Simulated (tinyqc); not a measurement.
Energy conservation against the time step: molecular dynamics of a small cluster by velocity Verlet steps. Computed by tinyqc, a small Python program. Command: `OMP_NUM_THREADS=1 python tinyqc.py 3023220 3023221 out.jsonl verlet walk`. One thread of a shared host (Intel(R) Xeon(R) Processor @ 2.30GHz), about 0.1 s of CPU time with the checks.

E = sum_i {sum_j A exp(-p (r_ij/r0 - 1)) - xi sqrt(rho_i)}, rho_i = sum_j exp(-2 q (r_ij/r0 - 1)); the force on i is -sum_j w_ij (R_i - R_j)/r_ij with w_ij = -(2p/r0) A exp(-p (r_ij/r0 - 1)) + (xi q/r0) exp(-2 q (r_ij/r0 - 1)) (rho_i^(-1/2) + rho_j^(-1/2)).

Inputs (values chosen for the exercise, for model atoms): length r0 = 3.03 angstrom; repulsion A = 0.085 eV; hopping xi = 0.963 eV; decay p = 9.91; decay q = 3.03; atomic mass M = 63.3 u; time step dt = 2 fs; steps = 100.

Potential: Gupta.

starting positions (angstrom), rows atom 1, atom 2, atom 3, atom 4, atom 5, atom 6, columns x, y, z:
$$\begin{pmatrix}
0 & -0.01 & 0.02 \\
2.79 & 0.01 & -0.04 \\
2.78 & 2.81 & -0.02 \\
0.04 & 2.79 & -0.04 \\
1.45 & 1.39 & 2.03 \\
1.38 & 1.42 & -2.05
\end{pmatrix}$$

starting velocities (angstrom/fs), rows atom 1, atom 2, atom 3, atom 4, atom 5, atom 6, columns x, y, z:
$$\begin{pmatrix}
0.00014 & -0.00043 & 0.00079 \\
-0.00049 & -0.00057 & 0.0012 \\
0 & 0.00054 & 0.00053 \\
0.00085 & 0.00028 & -5e-05 \\
-3e-05 & -0.00073 & -0.00173 \\
-0.00046 & 0.00091 & -0.00074
\end{pmatrix}$$

Constants: 1 eV/(angstrom u) = 9.648533212e-03 angstrom/fs^2; k_B = 8.617333262e-05 eV/K.

Method:
- Relax the cluster, diagonalise the Hessian (central differences): omega_max = sqrt(c lambda_max/M). Verlet steps are stable for omega_max dt < 2.
- Velocity Verlet: a = c F/M with c = 9.648533212e-3 angstrom/fs^2 per eV/(angstrom u); R(new) = R + v dt + a dt^2/2; v(new) = v + (a + a(new)) dt/2. Kinetic energy K = M v^2/(2c); temperature T = 2K/((3N - 3) k_B), rotation of the cluster included.
- Runs without thermostat over the same span of time, steps x dt; spread = largest minus smallest value. For contrast, the energy gained over the first 30 dt (dt of the inputs) by explicit Euler steps: R(new) = R + v dt, v(new) = v + a dt.

omega_max dt = 0.0834700

Energy error (eV):
```
dt (fs)  omega_max dt  Verlet, spread of U + K  Euler, gain in U + K
0.25          0.01043               8.0003e-07              0.000917
0.50          0.02087               3.2001e-06              0.001853
1.00          0.04173               1.2802e-05              0.003781
2.00          0.08347               5.1154e-05              0.007865
4.00          0.16694               2.0400e-04              0.016960
6.00          0.25041               4.6196e-04              0.027264
```

What does the comparison show, and why?

The Verlet error grows as dt^2.00 between the first rows, the second order of the method. Euler steps gain energy steadily: over that short span the gain in the first row is already 1100 times the Verlet spread of the whole run, and it grows as dt^1.01, tending to the first order of that method as dt shrinks.

Extremes, crossings and ranges named in words are read from the listed rows.
